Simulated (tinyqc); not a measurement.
Localisation length against disorder: localisation in a chain with random site energies (transfer matrices).

Hopping -t; leads with site energy 0, E = -2t cos(ka). psi_(j+1) = ((e_j - E)/t) psi_j - psi_(j-1), a product of matrices M_j = [[(e_j - E)/t, -1], [1, 0]]. For M = M_N ... M_1 the transmission is T = 4 sin^2(ka)/|M21 - M12 + M22 exp(ika) - M11 exp(-ika)|^2. Long samples draw e_j = W (x_j/2147483647 - 1/2) from x_j = 16807 x_(j-1) mod 2147483647, starting at x0. The localisation length xi, in sites, is defined by ln T = -2N/xi on average; weak disorder gives xi = 24 (4t^2 - E^2)/W^2, and the mean free path for backscattering is xi/2.

Numerical xi = N/ln sqrt(psi_(N+1)^2 + psi_N^2) for N = 20000 sites from psi_1 = 1, psi_0 = 0; its statistical error is about xi sqrt(xi/N).

Parameters, chosen for this exercise: t = 0.5 eV (hopping); E = -0.25 eV (energy); x0 = 8565 (start of the number sequence).

The same number sequence scaled by W.

xi (sites):

| W/t | W (eV) | numerical | error | weak disorder | strong: 1/(ln(W/2t) - 1) |
|---|---|---|---|---|---|
| 1.0 | 0.500 | 88.403 | 5.877 | 90.000 | - |
| 1.5 | 0.750 | 39.587 | 1.761 | 40.000 | - |
| 2.0 | 1.000 | 22.101 | 0.735 | 22.500 | - |
| 3.0 | 1.500 | 10.659 | 0.246 | 10.000 | - |
| 4.0 | 2.000 | 5.868 | 0.101 | 5.625 | - |
| 6.0 | 3.000 | 2.880 | 0.035 | 2.500 | - |
| 10.0 | 5.000 | 1.426 | 0.012 | 0.900 | 1.641 |
| 16.0 | 8.000 | 0.894 | 0.006 | 0.352 | 0.926 |

At W = t the numerical value is 88.4 +/- 5.9 against 90.0, and at 2t 22.10 +/- 0.73 against 22.50. The weak-disorder formula is within 15 % for W/t = 1, 1.5, 2, 3, 4 and 6; at W = 16t it gives 0.35 and the strong-disorder form 0.93, against 0.89. All states of the chain are localised; disorder only sets the length.

Program tinyqc; command `OMP_NUM_THREADS=1 python tinyqc.py 1482305 1482306 out.jsonl`; about 0.09 s on one thread of a shared Intel(R) Xeon(R) Processor @ 2.30GHz.
